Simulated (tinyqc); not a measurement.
From results back to parameters: two-dimensional electron gas with Rashba and Dresselhaus coupling. Two cases, with inputs chosen for the exercise.

Problem. For pure Rashba coupling above the band crossing, k_outer - k_inner = al m/c with c = hbar^2/2m0, and each branch holds k^2/(4 pi) electrons per area. Beating of Shubnikov-de Haas oscillations gives the two densities; those below come from a hidden al (1e11/cm^2 = 1e-5/angstrom^2).

Constants: hbar^2/2m0 = 3.80998211 eV angstrom^2.

Find: k_outer, k_inner; al.

Method. k = sqrt(4 pi n) for each branch, and al = c (k_outer - k_inner)/m.

Case 1.

Values chosen (out of a larger set: of the size met in InGaAs; not measured data): m = 0.0411 m0 (mass).

densities (1e11/cm^2): outer 2.124517, inner 1.775483

Solution.

k_outer, k_inner (1/angstrom): 0.01634  0.01494

al = 0.130 eV angstrom

Case 2.

Values chosen (out of a larger set: of the size met in InAs; not measured data): m = 0.0247 m0 (mass).

densities (1e11/cm^2): outer 1.802994, inner 1.197006

Solution.

k_outer, k_inner (1/angstrom): 0.01505  0.01226

al = 0.430 eV angstrom

Computed by tinyqc, one run a case: `OMP_NUM_THREADS=1 python tinyqc.py N N+1 out.jsonl` with N = 1482417, 1482427; one thread of a shared Intel(R) Xeon(R) Processor @ 2.30GHz, about 0.01 s a run at most.
